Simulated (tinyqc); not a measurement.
## Hall measurement with a parallel conducting layer

Two layers in parallel, unit Hall factors, low field: 1/Rs = q (ns mu + n2 m2); apparent mobility (ns mu^2 + sg n2 m2^2)/(ns mu + n2 m2); apparent density (ns mu + n2 m2)^2/(ns mu^2 + sg n2 m2^2); a negative value means the sign of the second layer.

Values chosen for this exercise:
```
symbol,value,unit,meaning
ns,2.5e15,cm^-2,sheet density of the layer
mu,120,cm^2/(V s),drift mobility
m2,140,cm^2/(V s),mobility of the parallel layer
sg,1,,sign of its carriers relative to the first layer
```

Constants: q = 1.602176634e-19 C. Results are converted to the units shown.

Result of one run:

| n2 (cm^-2) | Rs (ohm/square) | apparent density (cm^-2) | apparent mobility (cm^2/(V s)) | share of the conductance in layer 2 (%) |
|---|---|---|---|---|
| 2e15 | 10.76 | 4.473e15 | 129.7 | 48.28 |

What becomes of these results when the sheet density of a parallel layer n2 is changed from 2e15 to 1e16 cm^-2, all else the same?

Result of the changed run:

| n2 (cm^-2) | Rs (ohm/square) | apparent density (cm^-2) | apparent mobility (cm^2/(V s)) | share of the conductance in layer 2 (%) |
|---|---|---|---|---|
| 1e16 | 3.671 | 1.246e16 | 136.5 | 82.35 |

The whole series:

| n2 (cm^-2) | Rs (ohm/square) | apparent density (cm^-2) | apparent mobility (cm^2/(V s)) | share of the conductance in layer 2 (%) |
|---|---|---|---|---|
| 8e12 | 20.73 | 2.508e15 | 120.1 | 0.3719 |
| 3e13 | 20.52 | 2.529e15 | 120.3 | 1.381 |
| 1e14 | 19.88 | 2.597e15 | 120.9 | 4.459 |
| 6e14 | 16.25 | 3.087e15 | 124.4 | 21.88 |
| 2e15 | 10.76 | 4.473e15 | 129.7 | 48.28 |
| 1e16 | 3.671 | 1.246e16 | 136.5 | 82.35 |
| 4e16 | 1.058 | 4.245e16 | 139.0 | 94.92 |
| 2e17 | 0.2205 | 2.024e17 | 139.8 | 98.94 |
| 8e17 | 0.05558 | 8.024e17 | 139.9 | 99.73 |

The apparent mobility rises from 120 to 140 cm^2/(V s), between mu = 120 and sg m2 = 140. The apparent density never exceeds ns + n2; among the rows it falls to 0.994 of that sum, at n2 = 2e15.

Computed by the program tinyqc: `OMP_NUM_THREADS=1 python tinyqc.py 2850196 2850197 out.jsonl`, one thread of a shared Intel Xeon 2.30GHz, about 0.01 s for the whole run.
